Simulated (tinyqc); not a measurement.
Inside a calculation. Method: empirical pseudopotential in a few plane waves. One step of it, computed by the program tinyqc.

Question. Levels at G. Diagonalise the Hermitian matrix.

H(k) at G (eV):
```
           +0+0+0     -1-1-1     -1-1+1     -1+1-1     -1+1+1     +1-1-1     +1-1+1     +1+1-1
+0+0+0   0.000000   2.385928  -2.385928  -2.385928  -2.385928  -2.385928  -2.385928  -2.385928
-1-1-1   2.385928  12.788836   0.000000   0.000000   0.095240   0.000000   0.095240   0.095240
-1-1+1  -2.385928   0.000000  12.788836  -0.095240   0.000000  -0.095240   0.000000   0.000000
-1+1-1  -2.385928   0.000000  -0.095240  12.788836   0.000000  -0.095240   0.000000   0.000000
-1+1+1  -2.385928   0.095240   0.000000   0.000000  12.788836   0.000000  -0.095240  -0.095240
+1-1-1  -2.385928   0.000000  -0.095240  -0.095240   0.000000  12.788836   0.000000   0.000000
+1-1+1  -2.385928   0.095240   0.000000   0.000000  -0.095240   0.000000  12.788836  -0.095240
+1+1-1  -2.385928   0.095240   0.000000   0.000000  -0.095240   0.000000  -0.095240  12.788836
+1+1+1   2.385928   0.000000   0.095240   0.095240   0.000000   0.095240   0.000000   0.000000
-2+0+0   0.000000  -2.385928  -2.385928  -2.385928   2.385928   0.384827  -0.384827  -0.384827
+0-2+0   0.000000  -2.385928  -2.385928   0.384827  -0.384827  -2.385928   2.385928  -0.384827
+0+0-2   0.000000  -2.385928   0.384827  -2.385928  -0.384827  -2.385928  -0.384827   2.385928
+0+0+2   0.000000  -0.384827   2.385928  -0.384827  -2.385928  -0.384827  -2.385928   0.384827
+0+2+0   0.000000  -0.384827  -0.384827   2.385928  -2.385928  -0.384827   0.384827  -2.385928
+2+0+0   0.000000  -0.384827  -0.384827  -0.384827   0.384827   2.385928  -2.385928  -2.385928

           +1+1+1     -2+0+0     +0-2+0     +0+0-2     +0+0+2     +0+2+0     +2+0+0
+0+0+0   2.385928   0.000000   0.000000   0.000000   0.000000   0.000000   0.000000
-1-1-1   0.000000  -2.385928  -2.385928  -2.385928  -0.384827  -0.384827  -0.384827
-1-1+1   0.095240  -2.385928  -2.385928   0.384827   2.385928  -0.384827  -0.384827
-1+1-1   0.095240  -2.385928   0.384827  -2.385928  -0.384827   2.385928  -0.384827
-1+1+1   0.000000   2.385928  -0.384827  -0.384827  -2.385928  -2.385928   0.384827
+1-1-1   0.095240   0.384827  -2.385928  -2.385928  -0.384827  -0.384827   2.385928
+1-1+1   0.000000  -0.384827   2.385928  -0.384827  -2.385928   0.384827  -2.385928
+1+1-1   0.000000  -0.384827  -0.384827   2.385928   0.384827  -2.385928  -2.385928
+1+1+1  12.788836  -0.384827  -0.384827  -0.384827  -2.385928  -2.385928  -2.385928
-2+0+0  -0.384827  17.051782  -0.095240  -0.095240   0.095240   0.095240   0.000000
+0-2+0  -0.384827  -0.095240  17.051782  -0.095240   0.095240   0.000000   0.095240
+0+0-2  -0.384827  -0.095240  -0.095240  17.051782   0.000000   0.095240   0.095240
+0+0+2  -2.385928   0.095240   0.095240   0.000000  17.051782  -0.095240  -0.095240
+0+2+0  -2.385928   0.095240   0.000000   0.095240  -0.095240  17.051782  -0.095240
+2+0+0  -2.385928   0.000000   0.095240   0.095240  -0.095240  -0.095240  17.051782
```

Give: eigenvalues.

Answer.

eigenvalues (eV): [-2.9475, 7.3485, 9.0476, 9.0476, 9.0476, 12.8841, 12.8841, 12.8841, 15.4506, 17.2423, 17.2423, 20.8883, 20.8883, 20.8883, 21.8254]
